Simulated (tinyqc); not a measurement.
Stretching all distances: RHF, UHF, MP2, CISD and CCSD against full CI in the sto-3g basis, for BeH2, spin multiplicity 1. Computed by the program tinyqc with PySCF. All coordinates are multiplied by the scale. c0^2 is the weight of the RHF determinant in the lowest singlet FCI state (UHF is spin-contaminated and may lie near states of higher spin) and n(LUMO) the first natural occupation beyond the occupied space.

Geometry (angstrom):
```
atom       x        y       z
Be    0.0000   0.0000  0.0000
H     0.0000   1.2580  0.0660
H     0.0000  -1.2580  0.0660
```

Full CI energy (hartree) and errors against it (kcal/mol):
```
scale   distance 1-2 (angstrom)      E(FCI)       RHF      UHF      MP2     CISD    CCSD  <S^2> UHF    c0^2  n(LUMO)
0.9400                   1.1841  -15.579821   18.6829  18.6829   5.8923   0.3453  0.1959     0.0000  0.9784   0.0202
1.1900                   1.4991  -15.575925   27.4914  27.4914   9.9907   0.7771  0.3694     0.0000  0.9598   0.0445
1.4400                   1.8140  -15.497368   43.5538  43.5538  18.1013   2.2324  0.9557     0.0000  0.9138   0.1058
1.6900                   2.1289  -15.413412   69.7463  47.0855  32.3251   6.4368  2.7290     0.9322  0.8102   0.2540
1.9500                   2.4565  -15.356049  111.7442  32.4665  56.5089  14.8832  4.9989     1.2557  0.5809   0.5913
```

What does the comparison show, and why?

UHF parts from RHF first at scale 1.69 of those listed, where <S^2> leaves zero. The weight c0^2 goes from 0.98 to 0.58 and n(LUMO) from 0.02 to 0.59: static correlation grows as the bonds break into open-shell fragments. The spread of the error along the curve, which distorts its shape, is CCSD 4.8, CISD 14.5, UHF 28.4, MP2 50.6, RHF 93.1 kcal/mol. The table stops here: at scale 2.2 and beyond, the reference weight falls under 0.45 or RHF, UHF or CCSD hop between solutions, so those rows were left out and the spreads given cover only the rows shown. As computed, partly on other solutions, the errors there reach in size RHF 234, UHF 31, MP2 82, CISD 22, CCSD 3 kcal/mol.
